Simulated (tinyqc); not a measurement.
A ladder of methods, and size consistency: correlation methods against full CI in the sto-6g basis, for BeH2, spin multiplicity 1. Computed by the program tinyqc with PySCF. All electrons correlated; +Q is the Davidson correction (1 - c0^2) E_corr. The last columns treat two copies 100 angstrom apart as one system. FCI is the lowest singlet.

Geometry (angstrom):
```
atom       x        y       z
Be    0.0000   0.0000  0.0000
H     0.0000   1.5380  0.1880
H     0.0000  -1.5380  0.1880
```

RHF energy of one = -15.680065 hartree

Correlation energies (hartree):
```
method   E_corr of one  share of FCI (%)  E_corr of two at 100 angstrom  two minus twice one (mhartree)
MP2           -0.02979            62.771                       -0.05958                           0.000
CISD          -0.04599            96.914                       -0.08846                           3.525
CISD+Q        -0.04790           100.939                       -0.09498                           0.828
CCSD          -0.04679            98.600                       -0.09359                           0.000
CCSD(T)       -0.04714            99.323                       -0.09427                           0.000
FCI           -0.04746           100.000                              -                               -
```

What does the comparison show, and why?

MP2 recovers 63 %, CISD 96.9 % and CCSD 98.6 % of the FCI value (c0^2 = 0.958 in CISD). MP2 and coupled cluster are size consistent, so their last column vanishes; CISD loses 3.52 mhartree, since a double excitation on each copy is a quadruple of the pair, and the Davidson correction leaves +0.83.
